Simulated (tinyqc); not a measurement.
From results back to parameters: interband optics of a two-band s-p chain from momentum matrix elements. Five cases, with inputs chosen for the exercise.

Problem. At k = 0 the chain has the gap D0 = Es - Ep_ - 2 (ts + tp), w0 = 4 a^2 V^2, and masses 2c/mc = 2 ts a^2 + 2 w0/D0, 2c/mv = 2 tp a^2 + 2 w0/D0 (c = hbar^2/2m0, mv positive for holes). The oscillator strength there is f0 = w0/(c D0). V, ts and tp are hidden.

Constants: hbar^2/2m0 = 3.80998211 eV angstrom^2.

Case 1.

Values chosen: a = 2.71 angstrom (period).
D0 = 3.5400 eV
f0 = 5.36873

mc, mv (m0): 0.169249  0.166532

Case 2.

Values chosen: a = 3.53 angstrom (period).
D0 = 3.0300 eV
f0 = 13.67993

mc, mv (m0): 0.068056  0.065857

Case 3.

Values chosen: a = 3.34 angstrom (period).
D0 = 4.5400 eV
f0 = 5.96021

mc, mv (m0): 0.134165  0.149428

Case 4.

Values chosen: a = 3.26 angstrom (period).
D0 = 5.3600 eV
f0 = 4.43724

mc, mv (m0): 0.164393  0.180083

Case 5.

Values chosen: a = 3.4 angstrom (period).
D0 = 3.8300 eV
f0 = 5.03080

mc, mv (m0): 0.166619  0.148590

Find: V; ts; tp.

Solution. w0 = f0 c D0 gives V; 1/mc - f0 = ts a^2/c and 1/mv - f0 = tp a^2/c.

Case 1.

V = 1.57 eV
ts = 0.28 eV
tp = 0.33 eV

Case 2.

V = 1.78 eV
ts = 0.31 eV
tp = 0.46 eV

Case 3.

V = 1.52 eV
ts = 0.51 eV
tp = 0.25 eV

Case 4.

V = 1.46 eV
ts = 0.59 eV
tp = 0.40 eV

Case 5.

V = 1.26 eV
ts = 0.32 eV
tp = 0.56 eV

Computed by tinyqc, one run a case: `OMP_NUM_THREADS=1 python tinyqc.py N N+1 out.jsonl` with N = 1651120, 1651135, 1651197, 1651198, 1651233; one thread of a shared Intel(R) Xeon(R) Processor @ 2.30GHz, about 0.01 s a run at most.
